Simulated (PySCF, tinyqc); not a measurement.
Inside a calculation. Method: MP2 on RHF in the sto-3g basis, frozen core, for BeH+, spin multiplicity 1. The lowest restricted solution is unstable here: a spin-polarised one lies 0.0016 hartree lower (PySCF). Computed by tinyqc, a small Python program that keeps every step (integrals from PySCF). Settings: charge = 1, multiplicity = 1, basis = sto-3g, method = RHF, frozen orbitals = 1, energy threshold = 1e-10, iteration cap = 50, orthogonalisation = canonical, start = atomic densities, DIIS depth = 6. Command: `OMP_NUM_THREADS=1 python tinyqc.py 31410 31411 out.jsonl` (the two numbers bound the seeds that draw the settings). One thread of a shared host (Intel(R) Xeon(R) Processor @ 2.60GHz), about 0.1 s of CPU time with the checks. The early iterations of the SCF are left out here.

## One-electron integrals

Geometry (angstrom):
```
atom       x       y       z
Be    0.0000  0.0000  0.0000
H     0.0000  0.0000  1.7290
```

Basis sto-3g: exponents (1/bohr^2) and contraction coefficients of normalised primitives:
```
element  l (shell)  exponent  coefficient
Be           s (1)   30.1679       0.1543
Be           s (1)    5.4951       0.5353
Be           s (1)    1.4872       0.4446
Be           s (2)    1.3148      -0.1000
Be           s (2)    0.3055       0.3995
Be           s (2)    0.0994       0.7001
Be           p (3)    1.3148       0.1559
Be           p (3)    0.3055       0.6077
Be           p (3)    0.0994       0.3920
H            s (1)    3.4253       0.1543
H            s (1)    0.6239       0.5353
H            s (1)    0.1689       0.4446
```

Overlap, kinetic and nuclear-attraction integrals over the contracted functions; the nuclear repulsion is the sum of Za Zb / Rab.

nuclear repulsion = 1.224239 hartree

overlap S, order 1Be 1s, 1Be 2s, 1Be 2px, 1Be 2py, 1Be 2pz, 2H 1s:
$$\begin{pmatrix}
1.0000 & 0.2595 & 0.0000 & 0.0000 & 0.0000 & 0.0296 \\
0.2595 & 1.0000 & 0.0000 & 0.0000 & 0.0000 & 0.3147 \\
0.0000 & 0.0000 & 1.0000 & 0.0000 & 0.0000 & 0.0000 \\
0.0000 & 0.0000 & 0.0000 & 1.0000 & 0.0000 & 0.0000 \\
0.0000 & 0.0000 & 0.0000 & 0.0000 & 1.0000 & 0.4003 \\
0.0296 & 0.3147 & 0.0000 & 0.0000 & 0.4003 & 1.0000
\end{pmatrix}$$

kinetic energy T (hartree), order 1Be 1s, 1Be 2s, 1Be 2px, 1Be 2py, 1Be 2pz, 2H 1s:
$$\begin{pmatrix}
6.6940 & -0.0330 & 0.0000 & 0.0000 & 0.0000 & -0.0086 \\
-0.0330 & 0.2111 & 0.0000 & 0.0000 & 0.0000 & 0.0232 \\
0.0000 & 0.0000 & 0.6606 & 0.0000 & 0.0000 & 0.0000 \\
0.0000 & 0.0000 & 0.0000 & 0.6606 & 0.0000 & 0.0000 \\
0.0000 & 0.0000 & 0.0000 & 0.0000 & 0.6606 & 0.0871 \\
-0.0086 & 0.0232 & 0.0000 & 0.0000 & 0.0871 & 0.7600
\end{pmatrix}$$

nuclear attraction V (hartree), order 1Be 1s, 1Be 2s, 1Be 2px, 1Be 2py, 1Be 2pz, 2H 1s:
$$\begin{pmatrix}
-14.8672 & -1.9787 & 0.0000 & 0.0000 & -0.0108 & -0.2249 \\
-1.9787 & -2.6130 & 0.0000 & 0.0000 & -0.1060 & -0.7497 \\
0.0000 & 0.0000 & -2.5690 & 0.0000 & 0.0000 & 0.0000 \\
0.0000 & 0.0000 & 0.0000 & -2.5690 & 0.0000 & 0.0000 \\
-0.0108 & -0.1060 & 0.0000 & 0.0000 & -2.6448 & -0.9318 \\
-0.2249 & -0.7497 & 0.0000 & 0.0000 & -0.9318 & -2.4491
\end{pmatrix}$$

core Hamiltonian H = T + V (hartree), order 1Be 1s, 1Be 2s, 1Be 2px, 1Be 2py, 1Be 2pz, 2H 1s:
$$\begin{pmatrix}
-8.1732 & -2.0117 & 0.0000 & 0.0000 & -0.0108 & -0.2335 \\
-2.0117 & -2.4018 & 0.0000 & 0.0000 & -0.1060 & -0.7266 \\
0.0000 & 0.0000 & -1.9085 & 0.0000 & 0.0000 & 0.0000 \\
0.0000 & 0.0000 & 0.0000 & -1.9085 & 0.0000 & 0.0000 \\
-0.0108 & -0.1060 & 0.0000 & 0.0000 & -1.9842 & -0.8447 \\
-0.2335 & -0.7266 & 0.0000 & 0.0000 & -0.8447 & -1.6890
\end{pmatrix}$$

## Two-electron integrals

Functions are numbered as in S; the eight-fold symmetry (ij|kl) = (ji|kl) = (kl|ij) leaves the list below.

Two-electron integrals (ij|kl) in chemists' order, unique and non-zero (hartree):
```
(11|11) 2.2988   (21|11) 0.3920   (21|21) 0.0795   (22|11) 0.5710
(22|21) 0.1430   (22|22) 0.4177   (31|31) 0.0146   (32|31) 0.0219
(32|32) 0.0923   (33|11) 0.5696   (33|21) 0.1431   (33|22) 0.4176
(33|33) 0.4499   (41|41) 0.0146   (42|41) 0.0219   (42|42) 0.0923
(43|43) 0.0242   (44|11) 0.5696   (44|21) 0.1431   (44|22) 0.4176
(44|33) 0.4014   (44|44) 0.4499   (51|51) 0.0146   (52|51) 0.0219
(52|52) 0.0923   (53|53) 0.0242   (54|54) 0.0242   (55|11) 0.5696
(55|21) 0.1431   (55|22) 0.4176   (55|33) 0.4014   (55|44) 0.4014
(55|55) 0.4499   (61|11) 0.0441   (61|21) 0.0089   (61|22) 0.0162
(61|33) 0.0161   (61|44) 0.0161   (61|51) 0.0008   (61|52) 0.0015
(61|55) 0.0164   (61|61) 0.0011   (62|11) 0.1331   (62|21) 0.0340
(62|22) 0.1118   (62|33) 0.1072   (62|44) 0.1072   (62|51) 0.0044
(62|52) 0.0294   (62|55) 0.1207   (62|61) 0.0042   (62|62) 0.0493
(63|31) 0.0027   (63|32) 0.0137   (63|53) 0.0048   (63|63) 0.0039
(64|41) 0.0027   (64|42) 0.0137   (64|54) 0.0048   (64|64) 0.0039
(65|11) 0.1535   (65|21) 0.0396   (65|22) 0.1359   (65|33) 0.1280
(65|44) 0.1280   (65|51) 0.0069   (65|52) 0.0451   (65|55) 0.1516
(65|61) 0.0051   (65|62) 0.0674   (65|65) 0.0940   (66|11) 0.3055
(66|21) 0.0792   (66|22) 0.2931   (66|33) 0.2731   (66|44) 0.2731
(66|51) 0.0106   (66|52) 0.0954   (66|55) 0.3328   (66|61) 0.0100
(66|62) 0.1726   (66|65) 0.2478   (66|66) 0.7746
```

## Orthogonalisation

S = U s U^T; canonical form X = U s^(-1/2), so that X^T S X = 1. Each column of U has its largest component positive (the first on a tie).

eigenvalues of S: [0.4710, 0.7973, 1.0000, 1.0000, 1.1836, 1.5481]

X, order 1Be 1s, 1Be 2s, 1Be 2px, 1Be 2py, 1Be 2pz, 2H 1s:
$$\begin{pmatrix}
0.3034 & 0.7657 & 0.0000 & 0.0000 & 0.5905 & 0.2222 \\
-0.7297 & -0.5678 & 0.0000 & 0.0000 & 0.4438 & 0.4090 \\
0.0000 & 0.0000 & 0.9982 & 0.0607 & 0.0000 & 0.0000 \\
0.0000 & 0.0000 & -0.0607 & 0.9982 & 0.0000 & 0.0000 \\
-0.7387 & 0.5244 & 0.0000 & 0.0000 & -0.4972 & 0.3864 \\
0.9762 & -0.2656 & 0.0000 & 0.0000 & -0.2280 & 0.5291
\end{pmatrix}$$

Within a degenerate level the vectors are fixed only up to a rotation; this is one choice.

## Iteration 9 (converged): orbitals

converged F (hartree), order 1Be 1s, 1Be 2s, 1Be 2px, 1Be 2py, 1Be 2pz, 2H 1s:
$$\begin{pmatrix}
-4.9949 & -1.4032 & 0.0000 & 0.0000 & 0.0168 & -0.1623 \\
-1.4032 & -0.8503 & 0.0000 & 0.0000 & -0.1045 & -0.4015 \\
0.0000 & 0.0000 & -0.1276 & 0.0000 & 0.0000 & 0.0000 \\
0.0000 & 0.0000 & 0.0000 & -0.1276 & 0.0000 & 0.0000 \\
0.0168 & -0.1045 & 0.0000 & 0.0000 & -0.2474 & -0.3458 \\
-0.1623 & -0.4015 & 0.0000 & 0.0000 & -0.3458 & -0.4299
\end{pmatrix}$$

Diagonalise F' = X^T F X, C = X C', fill 2 alpha and 2 beta electrons from the bottom; D = 2 C_occ C_occ^T. Each column has its largest component positive (the first on a tie).

F' = X^T F X (hartree):
$$\begin{pmatrix}
0.0184 & -0.4986 & 0.0000 & 0.0000 & -0.4261 & -0.1826 \\
-0.4986 & -1.9637 & 0.0000 & 0.0000 & -2.0223 & -0.8495 \\
0.0000 & 0.0000 & -0.1276 & 0.0000 & 0.0000 & 0.0000 \\
0.0000 & 0.0000 & 0.0000 & -0.1276 & 0.0000 & 0.0000 \\
-0.4261 & -2.0223 & 0.0000 & 0.0000 & -2.6456 & -1.1604 \\
-0.1826 & -0.8495 & 0.0000 & 0.0000 & -1.1604 & -1.1849
\end{pmatrix}$$

orbital energies (hartree): MO1 -4.9977, MO2 -0.6637, MO3 -0.2543, MO4 -0.1276, MO5 -0.1276, MO6 0.1400

coefficients C, order 1Be 1s, 1Be 2s, 1Be 2px, 1Be 2py, 1Be 2pz, 2H 1s:
$$\begin{pmatrix}
0.9930 & -0.1972 & -0.1997 & 0.0000 & 0.0000 & 0.1079 \\
0.0262 & 0.6400 & 0.7408 & 0.0000 & 0.0000 & -0.5101 \\
0.0000 & 0.0000 & 0.0000 & 0.9717 & 0.2361 & 0.0000 \\
0.0000 & 0.0000 & 0.0000 & -0.2361 & 0.9717 & 0.0000 \\
-0.0019 & 0.2644 & -0.5987 & 0.0000 & 0.0000 & -0.8881 \\
-0.0029 & 0.4973 & -0.3479 & 0.0000 & 0.0000 & 0.9935
\end{pmatrix}$$

D after iteration 9, order 1Be 1s, 1Be 2s, 1Be 2px, 1Be 2py, 1Be 2pz, 2H 1s:
$$\begin{pmatrix}
2.0498 & -0.2004 & 0.0000 & 0.0000 & -0.1081 & -0.2019 \\
-0.2004 & 0.8205 & 0.0000 & 0.0000 & 0.3383 & 0.6364 \\
0.0000 & 0.0000 & 0.0000 & 0.0000 & 0.0000 & 0.0000 \\
0.0000 & 0.0000 & 0.0000 & 0.0000 & 0.0000 & 0.0000 \\
-0.1081 & 0.3383 & 0.0000 & 0.0000 & 0.1398 & 0.2630 \\
-0.2019 & 0.6364 & 0.0000 & 0.0000 & 0.2630 & 0.4947
\end{pmatrix}$$

Within a degenerate level the vectors are fixed only up to a rotation; this is one choice.

## Convergence

Stop when the energy changes by less than 1e-10 hartree and every element of the error matrix X^T (F D S - S D F) X is below 3e-06.

Course of the cycle:
```
iteration  E (hartree)     change  largest element of the error matrix
1           -12.612749          -                             1.85e-01
2           -14.591389  -1.98e+00                             8.82e-02
3           -14.619307  -2.79e-02                             4.31e-02
4           -14.624496  -5.19e-03                             7.79e-03
5           -14.624776  -2.80e-04                             2.47e-03
6           -14.624786  -9.88e-06                             5.30e-05
7           -14.624786  -1.36e-08                             7.47e-06
8           -14.624786  -2.77e-10                             2.50e-07
9           -14.624786  -3.46e-13                             7.81e-09
```

PySCF RHF in the same basis = -14.624786 hartree

Converged in 9 iterations.

## Integrals over molecular orbitals

(pq|rs) = sum C_ip C_jq C_kr C_ls (ij|kl), one index at a time.

one-electron integrals over orbitals h = C^T H C (hartree):
$$\begin{pmatrix}
-8.1637 & 0.1704 & 0.1960 & 0.0000 & 0.0000 & -0.0678 \\
0.1704 & -2.0239 & -0.0536 & 0.0000 & 0.0000 & 0.2272 \\
0.1960 & -0.0536 & -1.8829 & 0.0000 & 0.0000 & -0.0844 \\
0.0000 & 0.0000 & 0.0000 & -1.9085 & 0.0000 & 0.0000 \\
0.0000 & 0.0000 & 0.0000 & 0.0000 & -1.9085 & 0.0000 \\
-0.0678 & 0.2272 & -0.0844 & 0.0000 & 0.0000 & -1.6478
\end{pmatrix}$$

Two-electron integrals over orbitals (pq|rs), unique and non-zero (hartree); the lowest 1 orbital is frozen and left out:
```
(22|22) 0.4698    (32|22) -0.0668   (32|32) 0.0564    (33|22) 0.3245
(33|32) 0.0335    (33|33) 0.4359    (42|42) 0.0449    (43|42) 0.0339
(43|43) 0.0492    (44|22) 0.3514    (44|32) 0.0357    (44|33) 0.3868
(44|44) 0.4499    (52|52) 0.0449    (53|52) 0.0339    (53|53) 0.0492
(54|54) 0.0242    (55|22) 0.3514    (55|32) 0.0357    (55|33) 0.3868
(55|44) 0.4014    (55|55) 0.4499    (62|22) 0.0269    (62|32) -0.0539
(62|33) -0.0147   (62|44) -0.0677   (62|55) -0.0677   (62|62) 0.1195
(63|22) -0.0567   (63|32) 0.0517    (63|33) 0.0535    (63|44) 0.0325
(63|55) 0.0325    (63|62) -0.0587   (63|63) 0.0683    (64|42) -0.0265
(64|43) -0.0092   (64|64) 0.0230    (65|52) -0.0265   (65|53) -0.0092
(65|65) 0.0230    (66|22) 0.4754    (66|32) -0.0705   (66|33) 0.3518
(66|44) 0.3545    (66|55) 0.3545    (66|62) 0.0555    (66|63) -0.0606
(66|66) 0.5141
```

## Second-order Moller-Plesset energy

Hartree-Fock energy = -14.624786 hartree

E2 = sum_ijab (ia|jb) [2 (ia|jb) - (ib|ja)] / (e_i + e_j - e_a - e_b) over occupied i, j and virtual a, b; the opposite-spin part is (ia|jb)^2 / denominator, the rest is same-spin, and SCS-MP2 scales them by 6/5 and 1/3.

Terms:
```
i  j  a  b  (ia|jb)  (ib|ja)  denominator     term
2  2  6  6   0.1195   0.1195      -1.6074  -0.0089
2  2  3  3   0.0564   0.0564      -0.8189  -0.0039
2  2  6  3  -0.0539  -0.0539      -1.2132  -0.0024
2  2  3  6  -0.0539  -0.0539      -1.2132  -0.0024
2  2  4  4   0.0449   0.0449      -1.0722  -0.0019
2  2  5  5   0.0449   0.0449      -1.0722  -0.0019
```

Pair energies (hartree; pair i-j sums ij and ji):
```
pair  opposite spin  same spin
2-2         -0.0213          0
```

MP2 correlation energy = -0.021313 hartree

SCS-MP2 correlation energy = -0.025575 hartree

MP2 total energy = -14.646099 hartree
